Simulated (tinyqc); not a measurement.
Undoped gate-all-around wire MOSFET, analytic charge model: course of the iteration: charge at the source by Newton steps in y = ln(Q/Q0).

An undoped round wire of radius R under an insulator shell and a surrounding gate; long channel, electrons only, n = ni exp((psi - V)/Vt) with V the quasi-Fermi potential (0 at the source, Vd at the drain), constant mobility, no quantisation. The radial Poisson equation gives n(r) = n(0)/(1 - (1 - b) r^2/R^2)^2 with b = Q0/(Q + Q0). Q is the electron charge per area of the wire surface.

With V = 0 and Q = Q0 exp(y): f = Q/Cox + Vt y + Vt ln(1 + Q/Q0) - (Vg - V0); df/dy = Q/Cox + Vt (1 + Q/(Q + Q0)); y(new) = y - f/(df/dy).

Stop when y changes by less than 1e-11, or after 60 iterations.

Values chosen for this exercise: temperature T = 325 K; gate voltage Vg = 1.25 V.

Constants: q = 1.602176634e-19 C, kB = 1.380649e-23 J/K, Vt = kB T/q. Results are converted to the units shown.

y at the start = 0
Cox = 4.92396 uF/cm^2
Q0 = 423.208 nC/cm^2
V0 = 0.808027 V

Course of the iteration:
```
iteration        y  |change|
1          2.63064      2.63
2          1.90868     0.722
3          1.51557     0.393
4          1.42575    0.0898
5          1.42195   3.79e-3
6          1.42195   6.40e-6
7          1.42195  1.81e-11
8          1.42195         0
```

Did this iteration meet its convergence test, and what does its course show?

Yes. Converged in 8 iterations. At the end the number of correct digits about doubles with each step.

Range of the model: In a wire this thin, quantum confinement raises the threshold; it is left out. The surface density at the source passes 0.3 Nc, where Boltzmann statistics fail.

Program tinyqc, `OMP_NUM_THREADS=1 python tinyqc.py 2460086 2460087 out.jsonl`; Intel Xeon 2.30GHz, shared host, one thread, about 0.02 s.
